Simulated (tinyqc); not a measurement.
Band bending at a free surface with a continuum of surface states, surface photovoltage and Kelvin probe: one step of the calculation.

n-type bulk, xi = Ec - EF = Vt ln(Nc/Nd), p0 = ni^2/Nd, ni = sqrt(Nc Nv) exp(-Eg/(2 Vt)), Eg in volts. b is the upward band bending, u = b/Vt. Space charge per area, in units of q: Qc = sign(b) sqrt((2 eps0 eps_r Vt/q) [(Nd + dn)(exp(-u) - 1) + Nd u + (p0 + dn)(exp(u) - 1)]), with dn the excess density under light (flat quasi-Fermi levels; 0 in the dark). The states hold -Ds (E0 - xi - b): negative while the Fermi level lies above the neutrality level. Neutrality: Qc + Qf + (charge of the states) = 0.

Task. Work function and Kelvin-probe reading. Work function chi + xi + b; contact potential difference CPD = (work function of the sample) - pt. Depth of EF below Ec at the surface: xi + b. Depletion width Qc/Nd.

Parameters, values chosen for the exercise; band and dielectric values close to those of 4H silicon carbide: temperature T = 350 K; band gap Eg = 3.27 eV; relative permittivity eps_r = 9.77; conduction-band density of states at T Nc = 2.18e19 cm^-3; valence-band density of states at T Nv = 3.13e19 cm^-3; electron affinity chi = 3.67 eV; donor density Nd = 5.7e15 cm^-3; work function of the probe tip pt = 4.98 eV; depth of their neutrality level below the conduction edge E0 = 0.72 eV.

Constants: q = 1.602176634e-19 C, kB = 1.380649e-23 J/K, Vt = kB T/q, eps0 = 8.8541878128e-14 F/cm where lengths are in cm. Results are converted to the units shown.

converged b = 0.27248047 V

Wanted: xi + b; Qc; Qc/Nd; work function; CPD.

Result.

xi + b = 0.5213 eV
Qc = 1.221e11 cm^-2
Qc/Nd = 214.3 nm
work function = 4.191 eV
CPD = -788.7 mV

The Fermi level lies 199 meV above the neutrality level.

tinyqc, about 0.01 s, one thread, Intel Xeon 2.30GHz (shared host): `OMP_NUM_THREADS=1 python tinyqc.py 2430058 2430059 out.jsonl`
